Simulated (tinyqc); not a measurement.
Shockley state of an s-p chain by decimation: sweeps and comparisons. A value that a table varies takes the place of the one given here.

Each site has s at -d/2 and p at +d/2: H0 = diag(-d/2, d/2). The block to the next site on the right is H1 = [[-ts, u], [-u, tp]] (rows s, p of site n; columns s, p of site n + 1). Bulk: H(k) = [[-d/2 - 2 ts cos k, 2i u sin k], [-2i u sin k, d/2 + 2 tp cos k]]. The bands are inverted at k = pi if d < 2 (ts + tp).

Decimation (Sancho-Rubio) at z = E + i eta: start with es = e = H0, A = H1, B = H1^T. Each round forms g = (z - e)^-1 and sets es += A g B, e += A g B + B g A, A = A g A, B = B g B, doubling the length covered. Stop when all |A| < 1e-10. Surface G = (z - es)^-1, bulk G = (z - e)^-1; densities -Im tr G/pi.

Parameters, chosen for this exercise: d = 2.11 eV (Ep - Es); ts = 1.11 eV (s-s hopping); tp = 1.13 eV (p-p hopping); u = 0.48 eV (s-p hopping); eta = 0.01 eV (broadening); E1 = -1.03 eV (first energy); dE = 0.204 eV (step); E = -0.13 eV (energy).

## Surface against bulk across the gap

Eleven energies E1 + j dE.

Densities (1/eV):

| E (eV) | surface | bulk |
|---|---|---|
| -1.030 | 0.4279 | 0.8115 |
| -0.826 | 0.0599 | 1.2697 |
| -0.622 | 0.0105 | 0.0156 |
| -0.418 | 0.0152 | 0.0064 |
| -0.214 | 0.0516 | 0.0043 |
| -0.010 | 20.7392 | 0.0038 |
| 0.194 | 0.0522 | 0.0043 |
| 0.398 | 0.0152 | 0.0065 |
| 0.602 | 0.0105 | 0.0160 |
| 0.806 | 0.0705 | 1.6144 |
| 1.010 | 0.4251 | 0.8369 |

edges of the bulk gap (201 k points) (eV): -0.8308  0.8078

Inside the gap the bulk density is only the tail of the broadening, at least 0.0038. The surface density peaks at -0.010 eV among these rows (20.739); a chain of 60 sites puts the surface level at -0.0094 eV.

## Through the band inversion

d = f 2 (ts + tp). Gap edges from 201 k points; levels in the gap from an open chain of 60 sites (their mean, and the weight on the two end sites summed over them, divided by their number); a dash: none.

Against d:

| f | d (eV) | top of lower band (eV) | bottom of upper band (eV) | levels in the gap | mean level (eV) | end weight |
|---|---|---|---|---|---|---|
| 0.10 | 0.448 | -0.9566 | 0.9516 | 2 | -0.0020 | 0.832 |
| 0.30 | 1.344 | -0.9129 | 0.8982 | 2 | -0.0060 | 0.764 |
| 0.50 | 2.240 | -0.8119 | 0.7873 | 2 | -0.0100 | 0.630 |
| 0.70 | 3.136 | -0.6241 | 0.5898 | 2 | -0.0140 | 0.428 |
| 0.85 | 3.808 | -0.3560 | 0.3160 | 2 | -0.0170 | 0.233 |
| 1.15 | 5.152 | -0.3560 | 0.3160 | 0 | - | - |
| 1.30 | 5.824 | -0.6920 | 0.6520 | 0 | - | - |
| 1.60 | 7.168 | -1.3640 | 1.3240 | 0 | - | - |

Levels in the gap appear for f = 0.1, 0.3, 0.5, 0.7 and 0.85 and for none of the other rows; the gap closes at f = 1. The level lies at -0.0020 eV for f = 0.1 and -0.0170 eV for f = 0.85, on the line E = d (ts - tp)/(2 (ts + tp)), and its end weight goes from 0.83 to 0.23: no shift of the surface potential is needed, the inversion alone binds it.

## What each parameter does

Gap edges from 201 k points between 0 and pi, and the surface density at E by decimation. Each row changes one parameter from the base and keeps the others.

Results:

| case | top of lower band (eV) | bottom of upper band (eV) | surface density (1/eV) |
|---|---|---|---|
| base | -0.8308 | 0.8078 | 0.1441 |
| d = 2.321 eV | -0.7992 | 0.7738 | 0.1377 |
| ts = 1.221 eV | -0.7863 | 0.8842 | 0.0734 |
| tp = 1.243 eV | -0.9063 | 0.7631 | 0.4165 |
| u = 0.528 eV | -0.9049 | 0.8807 | 0.1491 |
| eta = 0.02 eV | -0.8308 | 0.8078 | 0.2824 |

The largest shifts from the base row, up to three for each result and ties (the steps differ in size, so this ranks the rows, not the parameters). top of lower band (eV): tp -0.0755, u -0.0741, ts +0.0444; unchanged at the printed digits by eta. bottom of upper band (eV): ts +0.0765, u +0.0729, tp -0.0446; unchanged at the printed digits by eta. surface density (1/eV): tp +0.2725, eta +0.1383, ts -0.0707. The base chain is inverted, so a surface state lies in the gap; E lies in the gap.

Program tinyqc; command `OMP_NUM_THREADS=1 python tinyqc.py 1480339 1480340 out.jsonl`; about 0.3 s on one thread of a shared Intel(R) Xeon(R) Processor @ 2.30GHz.
